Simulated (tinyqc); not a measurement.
Inside a calculation. Model: ellipsometry and reflectance of a transparent film on an absorbing substrate.

Computed by the program tinyqc: `OMP_NUM_THREADS=1 python tinyqc.py 2870113 2870114 out.jsonl`, one thread of a shared Intel Xeon 2.30GHz, about 0.01 s for the whole run. Printed values are rounded.

Air (index 1), film, substrate with N2 = n2 - i k2; time factor exp(+i w t). q_j = sqrt(N_j^2 - sin^2 th), root with positive real part. Fresnel coefficients r_s = (q_a - q_b)/(q_a + q_b), r_p = (N_b^2 q_a - N_a^2 q_b)/(N_b^2 q_a + N_a^2 q_b). tan(Psi) exp(i Delta) = R_p/R_s, Delta taken from 0 to 360 degrees.

Values chosen for this exercise; indices close to those of hafnium oxide on silicon: wavelength lam = 632.8 nm; angle of incidence th = 70 degrees; index of the transparent film n1 = 2.06; film thickness d = 9.2 nm; index of the substrate n2 = 3.882; extinction coefficient of the substrate k2 = 0.019.

## Interface coefficients and thickness period

q0, q1, q2 and the coefficients r01 and r12 for p and s; the results repeat in d with the period lam/(2 q1).

q0 = 0.342020
q1 = 1.83319
q2 = 3.76655-0.01958i
r01,p = -0.116237
r01,s = -0.685529
r12,p = 0.266971-0.002131i
r12,s = -0.345268+0.002290i
period = 172.596 nm

## Psi, Delta and reflectances

beta = 2 pi d q1/lam, X = exp(-2 i beta), R = (r01 + r12 X)/(1 + r01 r12 X) for p and s.

beta = 0.167459 rad
X = 0.944437-0.328692i
R_p = 0.138260-0.093952i
R_s = -0.829171+0.040810i
Psi = 11.3846 degrees
Delta = 148.620 degrees
|R_p|^2 = 0.0279428
|R_s|^2 = 0.689189

The bare substrate gives Psi = 10.57 and Delta = 179.23 degrees.
